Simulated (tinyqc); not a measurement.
What moves the results: free and nearly free electrons in a metal. A value that a table varies takes the place of the one given here.

The cubic cell holds 4 atoms: n = 4 z/a^3, kF = (3 pi^2 n)^(1/3), EF = c kF^2/m, vF = 2 c kF/(m hbar), c = hbar^2/2m0; rs = (3/(4 pi n))^(1/3)/a0; D(EF) = 3 n/(2 EF).

Square wire of width w with grain size w: rho/rho0 = 1/(1 - 3 al/2 + 3 al^2 - 3 al^3 ln(1 + 1/al)) + (3/4) (1 - p) l/w, with al = (l/w) Rg/(1 - Rg) (Mayadas-Shatzkes plus the thick-wire form of Fuchs-Sondheimer); l = hbar kF/(n e^2 rho), e = 1.602176634e-19 C.

Constants: hbar^2/2m0 = 3.80998211 eV angstrom^2; hbar = 6.58211957e-16 eV s; a0 (Bohr radius) = 0.5291772105 angstrom.

Parameters, chosen for this exercise (near those of Al; shifted at random, so the results belong to these values and not to a real crystal): a = 4.028 angstrom (fcc lattice constant); z = 3 (free electrons an atom); m = 1 m0 (mass); rho = 2.69 micro-ohm cm (bulk resistivity); p = 0 (specularity of the surfaces); Rg = 0.25 (reflection at grain boundaries); w = 20 nm (wire width).

## Resistivity of narrow wires

Wires:
```
w (nm)     al  grain term (factor - 1)  surface term  rho (micro-ohm cm)
200     0.024                    0.036         0.055                2.93
100     0.049                    0.072         0.110                3.18
50      0.098                    0.142         0.219                3.66
30      0.163                    0.234         0.366                4.30
20      0.244                    0.348         0.548                5.10
14      0.348                    0.493         0.783                6.12
10      0.488                    0.684         1.097                7.48
7       0.696                    0.968         1.567                9.51
```

l = 14.63 nm

At 7 nm the resistivity is 3.53 times the bulk value; surfaces add more (0.97 from grains, 1.57 from surfaces). It passes twice the bulk value between 20 and 14 nm. The surface formula is meant for w above l = 15 nm, so the rows below that are rough.

## What sets the wire resistivity

All results formed anew. Each row changes one parameter from the base and keeps the others.

Results:
```
case                      EF (eV)  l (nm)  wire rho (micro-ohm cm)
base                       11.780   14.63                    5.102
a = 4.149 angstrom         11.103   15.52                    5.247
m = 1.2 m0                  9.817   14.63                    5.102
rho = 3.228 micro-ohm cm   11.780   12.19                    5.644
p = 0.3                    11.780   14.63                    4.659
Rg = 0.175                 11.780   14.63                    4.768
w = 14 nm                  11.780   14.63                    6.123
```

The largest shifts from the base row, up to three for each result and ties (the steps differ in size, so this ranks the rows, not the parameters). EF (eV): m -1.963, a -0.677; unchanged at the printed digits by rho, p, Rg and w. l (nm): rho -2.44, a +0.89; unchanged at the printed digits by m, p, Rg and w. wire rho (micro-ohm cm): w +1.021, rho +0.542, p -0.443; unchanged at the printed digits by m. The mass drops out of l at given rho, because vF falls and tau rises by the same factor.

Computed by tinyqc, a small Python program: `OMP_NUM_THREADS=1 python tinyqc.py 1681507 1681508 out.jsonl` (the numbers bound the seed that draws the inputs); one thread of a shared host (Intel(R) Xeon(R) Processor @ 2.30GHz), about 0.01 s for the whole set of steps.
